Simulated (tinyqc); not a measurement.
n-type polysilicon, carrier trapping at grain boundaries: effect of the doping.

One-dimensional grains of size Lg, uniform ionised doping N, monovalent traps Qt at each boundary at a depth Et below (for electrons) or above (for holes) the band edge there, abrupt depletion of width W on each side of a boundary, Boltzmann statistics. xi is the distance from the band edge at the grain centre to the Fermi level. Trapped charge Qt/(1 + exp((xi + VB - Et)/Vt)) = 2 N W, barrier VB = q N W^2/(2 eps0 eps_r).

If the trap equation with xi = Vt ln(NB/N) has a root W < Lg/2, the grain is partly depleted; otherwise W = Lg/2 and the trap equation gives xi = Et - VB + Vt ln(Qt/(N Lg) - 1). N* = Qt/Lg. n0 = NB exp(-xi/Vt); mean density n0 (1 - 2 W/Lg) by charge balance in a partly depleted grain, and n0 (sqrt(pi)/2) erf(u)/u with u = sqrt(VB/Vt) in a fully depleted one; v = sqrt(kB T/(2 pi ms m0)); barrier resistivity Vt exp(VB/Vt)/(q fe n0 v Lg); grain resistivity (1 - 2 W/Lg)/(q n0 mug); effective mobility 1/(q mean density total resistivity). Rows with xi above 0.45 V, towards mid-gap, are left out, since the other carrier type is ignored.

Parameters, values chosen for the exercise; values of the order met in polycrystalline silicon:

| symbol | value | unit | meaning |
|---|---|---|---|
| T | 300 | K | temperature |
| eps_r | 11.7 |  | relative permittivity |
| NB | 2.8e19 | cm^-3 | conduction-band density of states at T |
| Lg | 99 | nm | grain size |
| Qt | 4e12 | cm^-2 | trap density of a grain boundary |
| Et | 0.42 | eV | depth of the trap level from the majority band edge at the boundary |
| ms | 0.47 | m0 | mass for thermionic emission |
| fe | 0.5 |  | correction factor of the emission rate |
| mug | 47 | cm^2/(V s) | mobility inside the grains |

Constants: q = 1.602176634e-19 C, kB = 1.380649e-23 J/K, m0 = 9.1093837015e-31 kg, Vt = kB T/q, eps0 = 8.8541878128e-14 F/cm where lengths are in cm. Results are converted to the units shown.

Results:

| N (cm^-3) | N/N* | depleted share 2 W/Lg | VB (V) | xi (V) | mean density (cm^-3) | resistivity (ohm cm) | effective mobility (cm^2/(V s)) |
|---|---|---|---|---|---|---|---|
| 3.9e16 | 0.09652 | 1.000 | 0.07390 | 0.4039 | 2.364e12 | 3.157e4 | 83.62 |
| 7.7e16 | 0.1906 | 1.000 | 0.1459 | 0.3115 | 6.106e13 | 1.433e4 | 7.136 |
| 1.5e17 | 0.3713 | 1.000 | 0.2842 | 0.1494 | 2.313e16 | 5712 | 0.04723 |
| 2.9e17 | 0.7177 | 0.7374 | 0.2988 | 0.1181 | 7.614e16 | 3000 | 0.02733 |
| 5.8e17 | 1.435 | 0.5160 | 0.2926 | 0.1002 | 2.807e17 | 1181 | 0.01883 |
| 1.1e18 | 2.723 | 0.3511 | 0.2569 | 0.08368 | 7.138e17 | 156.2 | 0.05599 |
| 2.2e18 | 5.445 | 0.1836 | 0.1405 | 0.06576 | 1.796e18 | 0.9158 | 3.795 |
| 8.4e18 | 20.79 | 0.04810 | 0.03682 | 0.03113 | 7.996e18 | 0.01916 | 40.74 |

Estimate the missing row, N = 4.3e18 cm^-3.

Computed row:

| N (cm^-3) | N/N* | depleted share 2 W/Lg | VB (V) | xi (V) | mean density (cm^-3) | resistivity (ohm cm) | effective mobility (cm^2/(V s)) |
|---|---|---|---|---|---|---|---|
| 4.3e18 | 10.64 | 0.09396 | 0.07193 | 0.04844 | 3.896e18 | 0.05920 | 27.06 |

With this row back in the table: As N goes from 3.9e16 to 8.4e18, VB goes from 0.0739 through a maximum of 0.299 (at N = 2.9e17 among the rows listed) to 0.0368 V, the resistivity falls from 31600 to 0.0192 ohm cm and the effective mobility goes from 83.6 through a minimum of 0.0188 (at N = 5.8e17 among the rows listed) to 40.7 cm^2/(V s). The steepest fall of the resistivity among the rows, as N^(-7.4), lies between N = 1.1e18 and 2.2e18 cm^-3; N* = 4.04e17 cm^-3. While the grain is fully depleted VB grows as N; once the traps are full it falls as 1/N. For N = 4.3e18, 8.4e18 xi is under 2.5 Vt, where Boltzmann statistics begin to fail. For N = 1.5e17 the grain is near the changeover between partial and full depletion, within a few Debye lengths, where both limits are rough. For N = 3.9e16 the effective mobility exceeds mug, since drift through the depleted part of the grain is left out.

Program tinyqc, `OMP_NUM_THREADS=1 python tinyqc.py 2830005 2830006 out.jsonl`; Intel Xeon 2.30GHz, shared host, one thread, about 0.01 s.
